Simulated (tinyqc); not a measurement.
Inside a calculation. Method: UHF in the sto-6g basis, for H4+, spin multiplicity 2. One step of it, computed by the program tinyqc.

Task: Orthogonalisation. S = U s U^T; canonical form X = U s^(-1/2), so that X^T S X = 1. Each column of U has its largest component positive (the first on a tie).

overlap S, lower triangle:
```
          1H 1s     2H 1s     3H 1s     4H 1s
1H 1s  1.000000
2H 1s  0.321884  1.000000
3H 1s  0.053444  0.414194  1.000000
4H 1s  0.004591  0.053444  0.321884  1.000000
```

Give: eigenvalues of S; X.

Result:

eigenvalues of S: 0.4530  0.7818  1.1283  1.6370

X:
```
             1        2        3       4
1H 1s  -0.4660   0.6877   0.5966  0.2821
2H 1s   0.9416  -0.4082   0.2953  0.4753
3H 1s  -0.9416  -0.4082  -0.2953  0.4753
4H 1s   0.4660   0.6877  -0.5966  0.2821
```
